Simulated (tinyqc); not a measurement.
Worked calculation: spin coating of a resist or spin-on film: centrifugal thinning, evaporation and the final thickness (Emslie and Meyerhofer models). Computed by tinyqc, a small Python program that keeps every step. Command: `OMP_NUM_THREADS=1 python tinyqc.py 3110408 3110409 out.jsonl spincoat walk`. One thread of a shared host (Intel(R) Xeon(R) Processor @ 2.30GHz), about 0.1 s of CPU time with the checks. Intermediate numbers are printed to about 6 digits and carried at full precision; extremes and crossings named in words are read from the listed rows.

A Newtonian film stays uniform over the wafer; solvent and solids have the same density and the concentration is uniform through the thickness.

Inputs (values chosen for the exercise, of the order of those of a polymer resist in an ester solvent):

| quantity | value | unit |
|---|---|---|
| solids volume fraction c0 | 0.08 | - |
| kinematic viscosity of the solvent nu_s | 2.1 | mm^2/s |
| viscosity constant k | 4900 | mm^2/s |
| viscosity exponent gamma | 3.3 | - |
| spin speed f | 2500 | rpm |
| evaporation rate at 1000 rpm e0 | 0.091 | micrometre/s |
| starting thickness h0 | 300 | micrometre |
| time t | 0.73 | s |
| wafer radius R | 50 | mm |
| shrinkage in the bake | 13 | % |

## Rates

omega = 2 pi f/60; nu(c) = nu_s + k c^gamma; evaporation rate e = e0 sqrt(f/1000 rpm). Flow constant K = 2 omega^2/(3 nu(c0)); Reynolds number of the air omega R^2/nu_air with nu_air = 15 mm^2/s.

omega = 261.799 1/s

nu(c0) = 3.27596 mm^2/s

evaporation rate e = 0.143884 micrometre/s

flow constant K = 0.0139478 1/(micrometre^2 s)

Reynolds number of the air = 43633.2

## Thinning without evaporation

dh/dt = -K h^3 gives h = h0/sqrt(1 + 2 K h0^2 t); for long times h = 1/sqrt(2 K t).

h(t) without evaporation = 7.00570 micrometre

long-time form = 7.00761 micrometre

time 1/(2 K h0^2) = 3.98309e-04 s

The long-time form is within 0.027 %: the starting thickness is forgotten.

## The two-stage estimate

Meyerhofer estimate: flow rules until (1 - c0) K h^3 = e, then evaporation alone: h_w = (e/((1 - c0) K))^(1/3), dry film c0 h_w.

wet thickness h_w = 2.23823 micrometre

dry film, estimate = 179.059 nm

drying time (1 - c0) h_w/e = 14.3114 s

## First explicit step of the full model

Solids s and liquid l per area start at s = c0 h0, l = (1 - c0) h0. With h = h0 and c = c0: Q = K h^3, K = 2 omega^2/(3 nu); one Euler step of length dt = 0.01 h0/Q for s and l, ds/dt = -c Q, dl/dt = -(1 - c) Q - e.

Q = 376592 micrometre/s

dt = 7.96618e-06 s

s = 23.76 micrometre

l = 273.240 micrometre

Q/e at the start = 2.61734e+06

## The full model

Full model for solids s and liquid l per area, h = s + l, c = s/h: ds/dt = -c Q, dl/dt = -(1 - c) Q - e, Q = 2 omega^2 h^3/(3 nu(c)); integrated adaptively (relative tolerance 1e-9) until l = 0. Dry film = s at l = 0, before the bake; film after the bake = s x (1 - shrinkage).

time to dry = 18.5410 s

dry film = 202.051 nm

film after the bake = 175.784 nm

## Course in time

Times are fractions of the time to dry.

History:

| fraction | t (s) | h (micrometre) | c | nu (mm^2/s) | Q/e | s (nm) |
|---|---|---|---|---|---|---|
| 0.003 | 5.56230e-02 | 25.2942 | 0.080017 | 3.277 | 1.56838e+03 | 2023.97 |
| 0.010 | 1.85410e-01 | 13.8834 | 0.080103 | 3.281 | 2.59015e+02 | 1112.10 |
| 0.030 | 5.56230e-01 | 8.0056 | 0.080535 | 3.302 | 4.93439e+01 | 644.73 |
| 0.100 | 1.85410e+00 | 4.3312 | 0.083328 | 3.445 | 7.48897e+00 | 360.91 |
| 0.200 | 3.70820e+00 | 2.9745 | 0.089923 | 3.830 | 2.18234e+00 | 267.48 |
| 0.350 | 6.48934e+00 | 2.0987 | 0.105801 | 5.058 | 5.80331e-01 | 222.04 |
| 0.500 | 9.27049e+00 | 1.5692 | 0.132024 | 8.243 | 1.48882e-01 | 207.18 |
| 0.700 | 1.29787e+01 | 1.0041 | 0.201627 | 26.943 | 1.19304e-02 | 202.44 |
| 0.900 | 1.66869e+01 | 0.4688 | 0.430974 | 306.808 | 1.06665e-04 | 202.05 |

Q/e drops below 1 between t = 3.7 and 6.5 s, when c has risen from 0.08 to about 0.106; after that row the solids fall by a further 9 %. The full model gives 1.13 times the two-stage estimate.

## Spin curve

The formulas are those given above.

Dry film against speed:

| f (rpm) | full model (nm) | estimate (nm) | time to dry (s) |
|---|---|---|---|
| 500 | 451.799 | 400.387 | 92.6969 |
| 1000 | 319.470 | 283.117 | 46.3510 |
| 1500 | 260.847 | 231.164 | 30.9012 |
| 2000 | 225.900 | 200.194 | 23.1761 |
| 3000 | 184.446 | 163.457 | 15.4509 |
| 4000 | 159.735 | 141.558 | 11.5882 |
| 6000 | 130.423 | 115.582 | 7.7255 |

The full thickness goes as f^-0.500; the estimate as (e/omega^2)^(1/3) = f^(-1/2). The time to dry goes as f^-1.00. A thickness window of 1 % allows a speed error of about 2 %.

Checks made by the program: constant-viscosity run against c0 h0 exp(-int K h^2 dt) (relative difference 2e-05).
